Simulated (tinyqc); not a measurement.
Inside a calculation. Model: avalanche multiplication and breakdown of a junction from ionisation integrals. Computed by tinyqc, a small Python program that keeps every step. Command: `OMP_NUM_THREADS=1 python tinyqc.py 3031847 3031848 out.jsonl impact walk`. One thread of a shared host (Intel(R) Xeon(R) Processor @ 2.30GHz), about 0.01 s of CPU time with the checks. Intermediate numbers are printed to about 5 digits and carried at full precision; extremes and crossings named in words are read from the listed rows.

Ionisation coefficients follow the local field. Position x runs through the depletion layer from the p side (x = 0), where electrons enter, to the n side (x = w), where holes enter. The built-in voltage is neglected.

Inputs (values chosen for the exercise, modelled on GaN):

| quantity | value | unit |
|---|---|---|
| electron prefactor a_n | 4.23e+08 | 1/cm |
| electron field b_n | 3.33e+07 | V/cm |
| hole prefactor a_p | 6.67e+06 | 1/cm |
| hole field b_p | 1.5e+07 | V/cm |
| exponent c | 1 | - |
| permittivity eps | 9.7 | - |
| drift-layer mobility mu | 30 | cm^2/(V s) |
| doping N of the lightly doped side | 1.5e+16 | 1/cm^3 |
| bias as a fraction of the breakdown voltage | 0.68 | - |

Junction: one-sided abrupt n+p.

Constants: e = 1.602176634e-19 C; eps_0 = 8.8541878128e-12 F/m.

## Breakdown

alpha_n = a_n exp(-(b_n/F)^c), alpha_p = a_p exp(-(b_p/F)^c). Field F = F_m (1 - s), w = eps eps_0 F_m/(e N), V = F_m w/2, with s = 1 - x/w (the peak lies at the n+ side). With Phi(x) = int_0^x (alpha_n - alpha_p) dx': 1 - 1/M_n = I_n = int_0^w alpha_n exp(-Phi) dx and M_p = M_n exp(-Phi(w)); trapezoid rule on 401 even points; breakdown at I_n = 1. Solve I_n(F_m) = 1.

critical field F_m = 2.6699 MV/cm

width at breakdown = 9.5416 micrometre

breakdown voltage = 1273.8 V

## Coefficients at the critical field

The formulas are those given above.

alpha_n = 1620.8 1/cm

alpha_p = 24222 1/cm

ratio k = alpha_p/alpha_n = 14.945

shorter ionisation length = 0.41285 micrometre

Holes ionise more readily at the peak field.

## Field and integrand below breakdown

Bias V = fraction times the breakdown voltage.

peak field = 2.2017 MV/cm

Every 50th point:

| x (micrometre) | F (MV/cm) | alpha_n (1/cm) | alpha_p (1/cm) | Phi | I_n up to x |
|---|---|---|---|---|---|
| 0.0000 | 0.0000 | 0 | 0 | 0 | 0 |
| 0.9835 | 0.2752 | 1.1951e-44 | 1.4238e-17 | -2.7298e-23 | 1.3907e-50 |
| 1.9670 | 0.5504 | 2.2484e-18 | 9.7450e-06 | -6.6110e-11 | 7.3018e-24 |
| 2.9506 | 0.8256 | 1.2883e-09 | 8.5881e-02 | -1.2639e-06 | 9.0460e-15 |
| 3.9341 | 1.1008 | 3.0840e-05 | 8.0622e+00 | -2.0458e-04 | 3.7771e-10 |
| 4.9176 | 1.3761 | 1.3078e-02 | 1.2302e+02 | -4.7407e-03 | 2.4714e-07 |
| 5.9011 | 1.6513 | 7.3822e-01 | 7.5685e+02 | -4.0861e-02 | 2.0284e-05 |
| 6.8846 | 1.9265 | 1.3163e+01 | 2.7708e+03 | -1.9804e-01 | 5.3967e-04 |
| 7.8682 | 2.2017 | 1.1422e+02 | 7.3331e+03 | -6.6417e-01 | 8.3177e-03 |

## Multiplication and noise

M_n = 1/(1 - I_n), M_p = M_n exp(-Phi(w)); McIntyre excess noise for the carrier with the larger M, F_x = k M + (1 - k)(2 - 1/M), with k = (smaller M - 1)/(larger M - 1).

M_n = 1.0084

M_p = 1.9592

effective k = 0.0087444

excess noise factor = 1.4937

Injecting holes gives the larger gain and, at equal gain, the lower noise.

## On-resistance of the drift layer

R_on = w/(e mu N) with w the width at breakdown; figure of merit V_B^2/R_on; for a triangular field it equals eps eps_0 mu F_m^3/4.

specific on-resistance = 13.234 milliohm cm^2

V_B^2/R_on = 122.60 MW/cm^2

eps eps_0 mu F_m^3/4 = 122.60 MW/cm^2

## Gain against bias and Miller's formula

Miller's exponent n is defined by 1 - 1/M = (V/V_B)^n for the larger M.

Gain:

| V/V_B | V (V) | F_m (MV/cm) | M_n | M_p | Miller exponent n |
|---|---|---|---|---|---|
| 0.50 | 636.9 | 1.8879 | 1.0004 | 1.18 | 2.7311 |
| 0.60 | 764.3 | 2.0681 | 1.0023 | 1.47 | 2.2312 |
| 0.70 | 891.6 | 2.2338 | 1.0114 | 2.14 | 1.7613 |
| 0.80 | 1019.0 | 2.3881 | 1.0523 | 3.86 | 1.3451 |
| 0.90 | 1146.4 | 2.5329 | 1.2760 | 9.90 | 1.0102 |
| 0.95 | 1210.1 | 2.6023 | 1.8515 | 22.67 | 0.8793 |
| 0.98 | 1248.3 | 2.6431 | 3.7127 | 61.38 | 0.8130 |
| 0.99 | 1261.0 | 2.6565 | 6.8641 | 125.99 | 0.7929 |

The larger gain passes 2 between 0.600 and 0.700 of V_B and reaches 126 at 0.99. Miller's exponent runs from 0.79 to 2.7, so it is not a constant: a fit holds over a narrow range only. From the first row to the last the voltage grows by a factor 1.98 and the peak field by 1.41.

Checks made by the program: the hole form of the condition, int alpha_p exp(Phi(w) - Phi) dx = 1 (relative difference 3e-04).
